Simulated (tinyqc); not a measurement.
Deformation-potential model of the L valleys of a conduction band: one step. Conductivity mass tensor. Three cases, with inputs chosen for the exercise.

Problem. With one scattering time for all valleys the conductivity goes as M = sum_i n_i (inverse mass tensor of valley i); along the unit vector u, 1/m_c = u.M.u. Without stress 1/m_c = (1/ml + 2/mt)/3. Take u along [110].

Valleys with axes along [111], [1-1-1], [-11-1] and [-1-11], one whole valley each. Herring-Vogt shift of a valley with unit axis a: dE = Xd tr(e) + Xu a.e.a. Non-degenerate shares n_i = exp(-dE_i/kT)/sum_j exp(-dE_j/kT). Inverse mass tensor of a valley: (1 - a a)/mt + a a/ml; the masses are taken as independent of strain.

Give: M; m_c along [110]; m_c without stress.

Case 1.

Values chosen (out of a larger set: near those of Ge; not measured data): ml = 1.646 m0 (longitudinal mass); mt = 0.081 m0 (transverse mass).

shares: [111] 0.026422, [1-1-1] 0.473578, [-11-1] 0.473578, [-1-11] 0.026422

Solution.

M (1/m0), rows x, y, z and columns alike:
$$\begin{pmatrix}
8.433 & 3.499 & 0.000 \\
3.499 & 8.433 & 0.000 \\
0.000 & 0.000 & 8.433
\end{pmatrix}$$

m_c along [110] = 0.0838 m0
m_c without stress = 0.1186 m0

The repopulation alone changes the mobility along [110] by +41.5 %; with all electrons in the valleys lightest or heaviest along this direction it would change by +46 or -46 %.

Case 2.

Values chosen (out of a larger set: near those of Ge; not measured data): ml = 1.602 m0 (longitudinal mass); mt = 0.084 m0 (transverse mass).

shares: [111] 0.006250, [1-1-1] 0.493750, [-11-1] 0.493750, [-1-11] 0.006250

Solution.

M (1/m0), rows x, y, z and columns alike:
$$\begin{pmatrix}
8.145 & 3.666 & 0.000 \\
3.666 & 8.145 & 0.000 \\
0.000 & 0.000 & 8.145
\end{pmatrix}$$

m_c along [110] = 0.0847 m0
m_c without stress = 0.1228 m0

The repopulation alone changes the mobility along [110] by +45.0 %; with all electrons in the valleys lightest or heaviest along this direction it would change by +46 or -46 %.

Case 3.

Values chosen (out of a larger set: near those of Ge; not measured data): ml = 1.576 m0 (longitudinal mass); mt = 0.083 m0 (transverse mass).

shares: [111] 0.000001, [1-1-1] 0.333333, [-11-1] 0.333333, [-1-11] 0.333333

Solution.

M (1/m0), rows x, y, z and columns alike:
$$\begin{pmatrix}
8.244 & 1.268 & 1.268 \\
1.268 & 8.244 & 1.268 \\
1.268 & 1.268 & 8.244
\end{pmatrix}$$

m_c along [110] = 0.1051 m0
m_c without stress = 0.1213 m0

The repopulation alone changes the mobility along [110] by +15.4 %; with all electrons in the valleys lightest or heaviest along this direction it would change by +46 or -46 %.

Computed by tinyqc, one run a case: `OMP_NUM_THREADS=1 python tinyqc.py N N+1 out.jsonl` with N = 1050012, 1050580, 1050677; one thread of a shared Intel(R) Xeon(R) Processor @ 2.30GHz, about 0.04 s a run at most.
